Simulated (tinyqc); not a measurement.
Oxide trap near a transistor channel: two-state multiphonon kinetics, telegraph noise and bias instability: one step, computed by the program tinyqc. Command: `OMP_NUM_THREADS=1 python tinyqc.py 3023208 3023209 out.jsonl oxidetrap walk`. One thread of a shared host (Intel(R) Xeon(R) Processor @ 2.30GHz), about 0.01 s of CPU time with the checks.

An n-channel device under positive gate bias. The trap is empty (state 1) or holds an electron (state 2); both states are parabolas of equal curvature, and the electron reservoir is taken at the Fermi level of the channel.

Problem. Step height and noise. Charge-sheet step dV = e (t_ox - x)/(eps_ox eps_0 W L); Lorentzian spectrum S(f) = 4 dV^2 tau_0^2/((tau_c + tau_e)(1 + (2 pi f tau_0)^2)); corner 1/(2 pi tau_0); variance dV^2 f_2 (1 - f_2) = dV^2 tau_0/(tau_c + tau_e).

Inputs (values chosen for the exercise, with an insulator like SiO2 on silicon): insulator constant eps_ox = 3.78; insulator thickness t_ox = 2.9 nm; trap depth x from the interface = 1.3 nm; temperature T = 200 K; channel width W = 33 nm; channel length L = 28 nm; frequency f = 20000 Hz.

Parts treated: one trap.

tau_0 = 2345.949 s

capture time tau_c = 2391.321 s

emission time tau_e = 123641.0 s

Constants: e = 1.602176634e-19 C; eps_0 = 8.8541878128e-12 F/m.

Give: threshold step dV; corner frequency; S(f); root-mean-square noise.

Solution.

threshold step dV = 8.289 mV

corner frequency = 6.784e-05 Hz

S(f) = 1.381e-19 V^2/Hz

root-mean-square noise = 1.131 mV

f lies above the corner, on the 1/f^2 tail. Random dopants and current percolation, left out here, spread real steps around this value.
